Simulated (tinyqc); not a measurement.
Polytypes by hexagonality, and a cubic inclusion as a quantum well: sweeps and comparisons. A value that a table varies takes the place of the one given here.

Gap: E3 + (Es - E3) h/hs for h up to hs, then linear from Es to E2 at h = 1. Valence top Ev2 h and polarisation P2 h, both counted from 3C; Ec = Ev + gap.

A cubic inclusion of width L = N d in the host (h = 0.3333) is a well of depth V = Ec(host) - Ec(3C). Square well with mass mismatch: k tan(k L/2) = (m_w/m_b) q, k = sqrt(m_w E/c), q = sqrt(m_b (V - E)/c), c = hbar^2/2m0, lowest root. The depth of the level, V - E, is its binding, and the transition to the valence top of the host is gap(host) - (V - E). The step in polarisation gives a field |F| = |P|/(eps eps0) in a thin inclusion, eps0 = 8.8541878e-12 F/m.

Constants: hbar^2/2m0 = 3.80998211 eV angstrom^2.

Inputs chosen for the exercise (of the order of those of SiC; the results hold for these values, not for the real material): E3 = 2.395 eV (gap of the cubic polytype); E2 = 3.32 eV (gap of 2H); Ev2 = 0.11 eV (valence top of 2H above that of 3C); P2 = -0.0389 C/m^2 (spontaneous polarisation of 2H); Es = 3.28 eV (gap at the hexagonality hs); hs = 0.5 (hexagonality up to which the first line holds); m = (0.331, 0.304) m0 (electron mass along c in the cubic layer and in the host); d = 2.516 angstrom (thickness of a double layer); eps = 10 (dielectric constant); N = 5 (double layers in the cubic inclusion).

## Width of the inclusion

Without the field: square well. With it, the potential inside is |F| (z - L/2), the host conduction edge lies at V - |F| L/2 on one side and V + |F| L/2 on the other, and the lowest level E_F is found by finite differences (step 0.25 angstrom, wide box, good to about 1 meV). Holes sit in the host on the high side, so the transition is gap(host) - V + E_F - |F| L/2. A dash: bound by less than 2 meV or not at all.

Results:

| N | L (angstrom) | depth (eV) | transition (eV) | depth below the low side, with field (eV) | transition with field (eV) |
|---|---|---|---|---|---|
| 1 | 2.52 | 0.045 | 2.940 | 0.029 | 2.920 |
| 2 | 5.03 | 0.143 | 2.842 | 0.108 | 2.803 |
| 3 | 7.55 | 0.241 | 2.744 | 0.189 | 2.685 |
| 4 | 10.06 | 0.321 | 2.664 | 0.252 | 2.585 |
| 6 | 15.10 | 0.428 | 2.557 | 0.326 | 2.438 |
| 8 | 20.13 | 0.489 | 2.496 | 0.358 | 2.332 |
| 12 | 30.19 | 0.550 | 2.435 | 0.375 | 2.168 |

The square well binds a level even at N = 1 (45 meV), as any symmetric one-dimensional well does; the depth grows to 550 of 627 meV, and the transition tends to E3 - Ev(host) = 2.358 eV. With the field the level is bound by 2 meV or more for N = 1, 2, 3, 4, 6, 8 and 12, and the transition is lowered by 20 meV at N = 1 and 266 meV at N = 12, where |F| L/2 = 221 meV. Free carriers or surface charge screen the field and the step between the two sides, and the attraction to the hole, left out here, binds the electron further.

## The same inclusion in several hosts

h from the stacking: 8H 1/4, 6H 1/3, 15R 2/5, 4H 1/2, 9R 2/3, 2H 1. V = Ec(host) - Ec(3C); square-well level from k tan(k L/2) = (m_w/m_b) q, k = sqrt(m_w E/c), q = sqrt(m_b (V - E)/c), L = N d; |F| = |P|/(eps eps0), eps0 = 8.8541878e-12 F/m.

Results:

| host | h | gap (eV) | V (eV) | depth (eV) | \|F\| (MV/cm) |
|---|---|---|---|---|---|
| 8H | 0.250 | 2.837 | 0.470 | 0.258 | 1.10 |
| 6H | 0.333 | 2.985 | 0.627 | 0.382 | 1.46 |
| 15R | 0.400 | 3.103 | 0.752 | 0.487 | 1.76 |
| 4H | 0.500 | 3.280 | 0.940 | 0.649 | 2.20 |
| 9R | 0.667 | 3.293 | 0.972 | 0.677 | 2.93 |
| 2H | 1.000 | 3.320 | 1.035 | 0.733 | 4.39 |

From 8H to 4H the well deepens by a factor of 2.00 and the bound level by 2.52, between the limits of a wide well (as V) and a thin one (as V^2); in 4H the level keeps 69 % of V; from 4H to 2H the gap gains only 40 meV while the field doubles. The depths leave the field out, although its drop |F| L reaches 553 meV in 2H.

## What each parameter does

Well depth, depth of the level, transition without the field and field. Each row changes one parameter from the base and keeps the others.

Results:

| case | V (eV) | depth (eV) | transition (eV) | \|F\| (MV/cm) |
|---|---|---|---|---|
| base | 0.6267 | 0.3821 | 2.6029 | 1.464 |
| N = 6 | 0.6267 | 0.4278 | 2.5572 | 1.464 |
| Ev2 = 0.14 eV | 0.6367 | 0.3904 | 2.5946 | 1.464 |
| E3 = 2.375 eV | 0.6400 | 0.3931 | 2.5852 | 1.464 |
| E2 = 3.35 eV | 0.6267 | 0.3821 | 2.6029 | 1.464 |
| P2 = -0.0506 C/m^2 | 0.6267 | 0.3821 | 2.6029 | 1.905 |
| eps = 11 | 0.6267 | 0.3821 | 2.6029 | 1.331 |
| m = (0.397, 0.304) m0 | 0.6267 | 0.3942 | 2.5908 | 1.464 |

The largest shifts from the base row, up to three for each result and ties (the steps differ in size, so this ranks the rows, not the parameters). V (eV): E3 +0.0133, Ev2 +0.0100; unchanged at the printed digits by N, E2, P2, eps and m. depth (eV): N +0.0457, m +0.0120, E3 +0.0109; unchanged at the printed digits by E2, P2 and eps. transition (eV): N -0.0457, E3 -0.0176, m -0.0120; unchanged at the printed digits by E2, P2 and eps. |F| (MV/cm): P2 +0.440, eps -0.133; unchanged at the printed digits by N, Ev2, E3, E2 and m.

(tinyqc, `OMP_NUM_THREADS=1 python tinyqc.py 1881034 1881035 out.jsonl`, Intel(R) Xeon(R) Processor @ 2.30GHz, 1 thread, shared host, about 0.04 s.)
